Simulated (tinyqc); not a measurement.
# Worked calculation: van der Pauw, Hall and four-point-probe measurements on a doped layer

tinyqc, about 0.01 s, one thread, Intel Xeon 2.30GHz (shared host): `OMP_NUM_THREADS=1 python tinyqc.py 2850103 2850104 out.jsonl` Printed values are rounded.

A uniform n-type layer with sheet resistance Rs = 1/(q ns mu), point contacts, low field (mu B small).

Inputs (values chosen for the exercise): sheet density of the layer ns = 4.1e14 cm^-2; drift mobility mu = 360 cm^2/(V s); Hall factor rH = 1; magnetic field B = 0.55 T; current I = 50 uA; side ratio a/b of a rectangular sample with corner contacts ar = 1.7; thickness of the layer t = 860 nm.

Constants: q = 1.602176634e-19 C. Results are converted to the units shown.

## Resistances and Hall voltage

Rs = 1/(q ns mu). For a rectangle with contacts at the corners, RA = (8 Rs/pi) sum_(k>=0) ln coth((2k + 1) pi a/(2 b)) with current along a short side b and voltage along the opposite one, RB the same with a and b exchanged; Hall voltage VH = rH B I/(q ns), negative for electrons.

Rs = 42.28665 ohm/square
RA = 1.032160 ohm
RB = 35.07991 ohm
VH = -0.04186378 mV

RB/RA = 34.0; for a square both equal Rs ln 2/pi = 9.33 ohm.

## Starting value

z = 2 ln 2/(pi (RA + RB)), exact for RA = RB.

z at the start = 12.21949 mS

## Iteration 1: new z

The van der Pauw equation exp(-pi RA z) + exp(-pi RB z) = 1 is solved for z = 1/Rs: e1 = exp(-pi RA z), e2 = exp(-pi RB z), f = e1 + e2 - 1, f' = -pi (RA e1 + RB e2), z(new) = z - f/f'.

e1 = 0.9611515
e2 = 0.2601047
f = 0.2212562
f' = -0.03178196 kohm
z after iteration 1 = 19.18119 mS

## Iteration 2: new z

As before.

e1 = 0.9396974
e2 = 0.1207664
f = 0.06046382
f' = -0.01635637 kohm
z after iteration 2 = 22.87784 mS

## Course of the iteration

Stop when the step is below 1e-10 mS, or after 40 iterations.

Course of the iteration:
```
iteration  z before the step (mS)  step (mS)
1                        12.21949       6.96
2                        19.18119       3.70
3                        22.87784      0.746
4                        23.62416     0.0239
5                        23.64810    2.34e-5
6                        23.64813   2.22e-11
```

Converged in 6 iterations.

## Sheet density, mobility and bulk values

converged z = 23.64813 mS

Rs = 1/z; Hall sheet density B I/(q |VH|); Hall mobility |VH|/(Rs B I); true values ns = rH times the Hall density, mu = Hall mobility/rH; bulk density ns/t, resistivity Rs t; correction factor F = Rs/[(pi/ln 2)(RA + RB)/2].

Rs = 42.28665 ohm/square
Hall sheet density = 4.1e14 cm^-2
Hall mobility = 360 cm^2/(V s)
ns = 4.1e14 cm^-2
mu = 360 cm^2/(V s)
bulk density = 4.767442e18 cm^-3
resistivity = 0.003636652 ohm cm
F = 0.5167214

Taking the mean of RA and RB without F would overstate Rs by 94 %.
